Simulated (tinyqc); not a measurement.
# Geometry relaxation of a small cluster, step by step

A worked calculation. Computed by tinyqc, a small Python program that keeps every step. Command: `OMP_NUM_THREADS=1 python tinyqc.py 3021755 3021756 out.jsonl relax walk`. One thread of a shared host (Intel(R) Xeon(R) Processor @ 2.30GHz), about 0.03 s of CPU time with the checks. Intermediate numbers are printed to about 7 digits and carried at full precision; extremes and crossings named in words are read from the listed rows.

E = sum_i {sum_j A exp(-p (r_ij/r0 - 1)) - xi sqrt(rho_i)}, rho_i = sum_j exp(-2 q (r_ij/r0 - 1)); the force on i is -sum_j w_ij (R_i - R_j)/r_ij with w_ij = -(2p/r0) A exp(-p (r_ij/r0 - 1)) + (xi q/r0) exp(-2 q (r_ij/r0 - 1)) (rho_i^(-1/2) + rho_j^(-1/2)).

Inputs (values chosen for the exercise, for model atoms):

| quantity | value | unit |
|---|---|---|
| length r0 | 2.85 | angstrom |
| repulsion A | 0.087 | eV |
| hopping xi | 1.36 | eV |
| decay p | 11.3 | - |
| decay q | 2.5 | - |
| step factor eta | 0.015 | angstrom^2/eV |
| largest number of steps | 500 | - |

Potential: Gupta. Method: conjugate gradient.

starting positions (angstrom):
```
           x      y      z
atom 1  0.04    0.3   0.01
atom 2  3.01  -0.21   0.19
atom 3  2.52   2.68   0.03
atom 4  0.06   2.97   0.03
atom 5  1.37   1.39   1.84
atom 6  1.22   1.63  -1.93
```

## Energy and forces at the start

Evaluate E and the forces at the starting positions.

distances (angstrom): 1-2 3.018841, 1-3 3.437325, 1-4 2.670150, 1-5 2.511155, 1-6 2.631520, 2-3 2.935609, 2-4 4.340564, 2-5 2.823491, 2-6 3.329279, 3-4 2.477035, 3-5 2.502539, 3-6 2.575675, 4-5 2.736531, 4-6 2.642499, 5-6 3.780608

energy at the start = -14.43136 eV

forces (eV/angstrom):
```
                x          y          z
atom 1   0.183992  -0.402810  -0.497967
atom 2  -1.124346   1.105603  -0.064857
atom 3   1.753872  -0.116234  -0.355268
atom 4  -1.136383   0.139670   0.154740
atom 5   0.205232  -0.317211   0.847828
atom 6   0.117633  -0.409017  -0.084477
```

## The first two steps

Conjugate gradient (Polak-Ribiere): d = F + beta d(old), beta = max(0, F.(F - F(old))/|F(old)|^2), d = F at first; step length from one secant, s = eta (F.d)/(F.d - F(R + eta d).d), replaced by eta if that is not positive; R(new) = R + s d. No atom moves more than 0.3 angstrom a step (the whole step is scaled). Stop when the largest force component is below 1e-5 eV/angstrom.

positions after step 1 (angstrom):
```
                x          y          z
atom 1   0.052625   0.272359  -0.024170
atom 2   2.932848  -0.134134   0.185550
atom 3   2.640350   2.672024   0.005622
atom 4  -0.017978   2.979584   0.040618
atom 5   1.384083   1.368233   1.898177
atom 6   1.228072   1.601933  -1.935797
```

energy after step 1 = -14.76173 eV

positions after step 2 (angstrom):
```
               x         y          z
atom 1  0.126816  0.257111  -0.051089
atom 2  2.718608  0.073690   0.155376
atom 3  2.676997  2.587899  -0.007490
atom 4  0.022443  2.893045   0.062311
atom 5  1.408649  1.376005   1.884797
atom 6  1.266487  1.572251  -1.873905
```

energy after step 2 = -14.90263 eV

## All steps

The formulas are those given above.

Course of the relaxation:

| step | E (eV) | largest force (eV/angstrom) | force calls |
|---|---|---|---|
| 0 | -14.43136 | 1.753872e+00 | 1 |
| 1 | -14.76173 | 9.850293e-01 | 3 |
| 2 | -14.90263 | 1.201417e+00 | 5 |
| 3 | -14.84759 | 1.594835e+00 | 7 |
| 4 | -15.10202 | 4.197433e-01 | 9 |
| 5 | -15.14329 | 2.047207e-01 | 11 |
| 6 | -15.16523 | 2.741400e-01 | 13 |
| 7 | -15.17028 | 2.115270e-01 | 15 |
| 8 | -15.17598 | 3.977877e-02 | 17 |
| 9 | -15.17665 | 2.153701e-02 | 19 |
| 10 | -15.17670 | 7.783500e-03 | 21 |
| 11 | -15.17672 | 6.096048e-03 | 23 |
| 12 | -15.17672 | 3.539511e-04 | 25 |
| 13 | -15.17672 | 1.160596e-04 | 27 |
| 14 | -15.17672 | 5.003054e-05 | 29 |
| 15 | -15.17672 | 2.960993e-05 | 31 |
| 16 | -15.17672 | 1.004105e-07 | 33 |

final positions (angstrom):
```
                x         y          z
atom 1  -0.004850  0.172736   0.009372
atom 2   2.657348  0.085616  -0.009392
atom 3   2.744850  2.747264   0.047295
atom 4   0.082652  2.834384   0.066059
atom 5   1.381947  1.419503   1.911373
atom 6   1.358053  1.500497  -1.854706
```

final energy = -15.17672 eV

steps = 16

largest force at the end = 1.004105e-07 eV/angstrom

Converged in 16 steps.

## Curvatures at the end

Hessian at the final positions by central differences of the forces; six eigenvalues vanish (translations and rotations). Steepest descent is stable for eta below 2/lambda_max and contracts the softest mode by 1 - eta lambda_min a step.

non-zero eigenvalues (eV/angstrom^2): 3.10127  3.10127  3.18438  3.18438  3.18438  6.65705  6.65705  6.65705  11.59412  11.59412  11.59412  17.82632

condition number = 5.748079

largest stable eta = 0.1121937 angstrom^2/eV

contraction of the softest mode = 0.9534810

All are positive, so the end point is a minimum.

## Four methods from the same start

Steepest descent: R(new) = R + eta F. BFGS: R(new) = R + B F with the inverse Hessian B = eta 1 at first; with s = R(new) - R, y = F - F(new), rho = 1/(y.s): B(new) = (1 - rho s y^T) B (1 - rho y s^T) + rho s s^T, skipped if y.s is not positive. FIRE with unit mass: if F.v > 0, v = (1 - a) v + a |v| F/|F|, and after more than 5 such steps in a row dt = min(1.1 dt, 5 dt0), a = 0.99 a; else v = 0, a = 0.1, and dt = dt/2 (not at the first step). Then v = v + dt F, R(new) = R + dt v. dt0 = sqrt(eta), a = 0.1 at first. In this comparison each method may take up to 1500 steps.

Cost:

| method | steps | force calls | final E (eV) | calls to reach 1e-2 |
|---|---|---|---|---|
| steepest descent | 253 | 254 | -15.17672 | 109 |
| conjugate gradient | 16 | 33 | -15.17672 | 21 |
| BFGS | 37 | 38 | -15.17672 | 20 |
| FIRE | 112 | 113 | -15.17672 | 50 |

In force calls the order is conjugate gradient (33), BFGS (38), FIRE (113), steepest descent (254). All that converged end at the same energy. Near the minimum steepest descent multiplies the slowest mode by 0.953 in size a step, 48 steps a decade of force, at a condition number of 5.7. It is the dearest here: the others use earlier steps to learn the curvature or to build momentum along soft directions.

Checks made by the program: forces against finite differences of E (relative difference 8e-10).
